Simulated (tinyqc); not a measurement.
A run and its error bars: classical Heisenberg spin chain: exact results, Metropolis, heat-bath and over-relaxation steps, and a Monte Carlo run. Computed by tinyqc, a small Python program. Command: `OMP_NUM_THREADS=1 python tinyqc.py 3130003 3130004 out.jsonl heismc walk`. One thread of a shared host (Intel(R) Xeon(R) Processor @ 2.30GHz), about 0.3 s of CPU time with the checks.

E = -J sum_i s_i . s_(i+1) for unit vectors s_i on an open chain; K = J/(k_B T).

Inputs (values chosen for the exercise, for a model chain of large moments):
```
quantity                    value  unit
coupling J                     31   meV
temperature T                68.7     K
moment mu                     3.3  mu_B
length N of the open chain     12     -
seed                        31276     -
```

Update: heat bath with over-relaxation.

Constants: k_B = 8.617333262e-05 eV/K; mu_B = 5.7883818060e-05 eV/T.

Method:
- Each bond angle is independent, so u = <s_i . s_(i+1)> = coth K - 1/K, <s_i . s_(i+n)> = u^n, correlation length xi = -1/ln|u|, energy per bond -J u, heat capacity per bond c/k_B = 1 - K^2/sinh^2 K, and for the long chain chi = mu^2 (1 + u)/(3 k_B T (1 - u)) per spin.
- For N spins, <|sum s|^2>/N = (1 + u)/(1 - u) - 2 u (1 - u^N)/(N (1 - u)^2); the long chain has (1 + u)/(1 - u), chi over the Curie value, and the difference is relative to it.
- From the ordered state (alternating for J < 0), with each spin drawn from exp(h . s), h = K x sum of neighbours, 200 sweeps are discarded and 1600 recorded (even and odd sites in turn, each heat-bath sweep followed by two sweeps of reflections; random numbers not printed, so these rows are one sample). Errors are the scatter of block means over sqrt(number of blocks).

K = 5.23639

u = 0.809085

<|sum s|^2>/N = 6.06734

Blocking:
```
block length  mean bond product      error  <|sum s|^2>/N     error
1                       0.81052  0.0013837         6.0787  0.056912
4                       0.81052  0.0016987         6.0787  0.061096
16                      0.81052  0.0016928         6.0787  0.063609
40                      0.81052  0.0016177         6.0787  0.060543
80                      0.81052  0.0017507         6.0787  0.056692
```

What follows from these numbers?

With blocks of 40 the bond product is 0.9 error bars from the exact u = 0.8091, and <|sum s|^2>/N is 0.2 from the exact 6.067. Blocking to 40 changes the two errors by factors 1.2 and 1.1.
